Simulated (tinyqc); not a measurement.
# From Bragg frequency f_B back to velocity v_2

Model: longitudinal sound in a periodic multilayer: transfer matrices, stop bands and folded phonons. Computed by tinyqc, a small Python program. Command: `OMP_NUM_THREADS=1 python tinyqc.py 3014037 3014038 out.jsonl multilayer inv`. One thread of a shared host (Intel(R) Xeon(R) Processor @ 2.30GHz), about 0.01 s of CPU time with the checks.

Layers 1 and 2 repeat with period d = d_1 + d_2; waves travel normal to the layers, without loss. State vector (u, s): displacement u and stress divided by omega. Impedances Z = rho v are in 1e6 kg/(m^2 s).

Inputs (values chosen for the exercise, modelled on copper (layer 1), tantalum (layer 2) and silica (substrate)):

| quantity | value | unit |
|---|---|---|
| density rho_1 | 8.79 | g/cm^3 |
| velocity v_1 | 4670 | m/s |
| thickness d_1 | 11.1 | nm |
| density rho_2 | 16.7 | g/cm^3 |
| thickness d_2 | 9.68 | nm |
| substrate density | 2.22 | g/cm^3 |
| substrate velocity | 5920 | m/s |

Method. Z = rho v; interface reflection r = (Z_2 - Z_1)/(Z_2 + Z_1) (stress amplitude, from 1 into 2); Bragg frequency f_B = 1/[2 (d_1/v_1 + d_2/v_2)]; long-wave velocity v_eff = d/sqrt[(d_1/v_1)^2 + (d_2/v_2)^2 + (Z_1/Z_2 + Z_2/Z_1)(d_1/v_1)(d_2/v_2)].

Task: A run gave the result below. Find the velocity v_2, known to lie between 2700 and 4800 m/s.

Bragg frequency f_B = 101.6627 GHz

Result:

Each step takes the trial c = (a f_b - b f_a)/(f_b - f_a), f being the result less the target and a, b, c the logarithms of the listed values; c replaces end b, the old b replaces a if the sign of f changed, and otherwise f_a is halved.

Scan of the range:

| velocity v_2 (m/s) | Bragg frequency f_B (GHz) |
|---|---|
| 2700 | 83.864 |
| 2970 | 88.713 |
| 3270 | 93.684 |
| 3600 | 98.702 |
| 3960 | 103.706 |
| 4360 | 108.765 |
| 4800 | 113.803 |

False position (Illinois rule, in the logarithm of the input) inside the bracket:

| step | end a | end b | trial | Bragg frequency f_B (GHz) |
|---|---|---|---|---|
| 1 | 3600.00 | 3960.00 | 3808.85 | 101.661 |
| 2 | 3960.00 | 3808.85 | 3809.00 | 101.663 |
| 3 | 3960.00 | 3809.00 | 3809.00 | 101.663 |
| 4 | 3809.00 | 3809.00 | 3809.00 | 101.663 |

Bragg frequency f_B rises at every point of a 13-point scan of the range (every second point is shown), so one value fits; it is bracketed by 3600 and 3960. Answer: velocity v_2 = 3809 m/s.
